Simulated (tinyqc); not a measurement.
Worked calculation: concentration-dependent dopant diffusion with charged defects and the built-in field. Computed by tinyqc, a small Python program that keeps every step. Command: `OMP_NUM_THREADS=1 python tinyqc.py 3002717 3002718 out.jsonl extrinsic walk`. One thread of a shared host (Intel(R) Xeon(R) Processor @ 2.30GHz), about 0.04 s of CPU time with the checks. Intermediate numbers are printed to about 5 digits and carried at full precision; extremes and crossings named in words are read from the listed rows.

A constant source C_s feeds a half space. The dopant moves through neutral point defects and through charged ones, whose number grows with the majority carrier density n.

Inputs (values chosen for the exercise, modelled on phosphorus in silicon): neutral prefactor D0x = 4.31 cm^2/s; neutral activation energy E0 = 3.65 eV; singly charged prefactor D01 = 4.33 cm^2/s; activation energy E1 = 4.02 eV; doubly charged prefactor D02 = 47.8 cm^2/s; activation energy E2 = 4.35 eV; surface concentration C_s = 2.2e+18 1/cm^3; junction level C_B = 2.3e+15 1/cm^3; temperature T = 1025 C; time t = 2600 s.

Field enhancement: off.

Constants: k_B = 8.617333262e-05 eV/K.

## Intrinsic density and partial diffusivities

n_i = 3.87e16 T^1.5 exp(-7014/T) per cm^3 (T in kelvin, an empirical form); each D = prefactor x exp(-E/(k_B T)); the intrinsic diffusivity D_i is their sum. Temperatures in kelvin are T(C) + 273.15.

n_i = 8.1503e+18 1/cm^3

partial diffusivities (cm^2/s): Dx 2.9118e-14, D1 1.0709e-15, D2 6.1876e-16

intrinsic diffusivity D_i = 3.0808e-14 cm^2/s

## Diffusivity at the surface

n = C/2 + sqrt(C^2/4 + n_i^2); D(C) = h [Dx + D1 (n/n_i) + D2 (n/n_i)^2], h = 1.

n/n_i = 1.1440

field factor h = 1

surface diffusivity D_s = 3.1153e-14 cm^2/s

enhancement D_s/D_i = 1.0112

C_s is 0.270 times n_i: D_s stays within a factor 1.5 of D_i.

## Similarity solution

With y = x/sqrt(D_s t), u = C/C_s and q = -(D/D_s) du/dy: du/dy = -q D_s/D, dq/dy = -(y/2) q D_s/D, u(0) = 1. The surface flux q(0) is shot so that u tends to 0 (LSODA, an adaptive multistep solver, relative tolerance 1e-10). Dose Q = 2 q(0) C_s sqrt(D_s t). The junction lies where C = C_B.

surface flux q(0) = 0.56300

dose Q = 2.2295e+13 1/cm^2

junction in units of sqrt(D_s t) = 4.6135

junction depth x_j = 415.21 nm

For a constant D, q(0) = 1/sqrt(pi) = 0.5642; for D proportional to C it tends to 0.444, with the front at y = 1.616.

## Where the concentration falls to given levels

For comparison, erfc profiles with a constant D: x = 2 sqrt(D t) erfc^-1(C/C_s), with D = D_i and D = D_s.

Depth (nm):
```
C/C_s       D/D_s    full  erfc with D_i  erfc with D_s
8.00e-01  0.99760   32.28          32.07          32.25
5.00e-01  0.99418   85.78          85.37          85.85
2.00e-01  0.99096  162.70         162.21         163.11
1.00e-01  0.98993  208.67         208.19         209.35
3.00e-02  0.98922  275.09         274.67         276.20
1.00e-02  0.98902  326.40         326.02         327.85
1.00e-03  0.98893  416.79         416.48         418.81
1.00e-04  0.98892  492.70         492.43         495.19
```

The depth between C/C_s = 0.1 and 1e-4 spans 284 nm in the full profile, against 284 nm for D_i and 286 nm for D_s; the ratio of the depths at 1e-4 and at 0.5 is 5.74, against 5.77 for any erfc. The profile stays close to an erfc.

Checks made by the program: dose from the flux against the area under the profile (relative difference 3e-07).
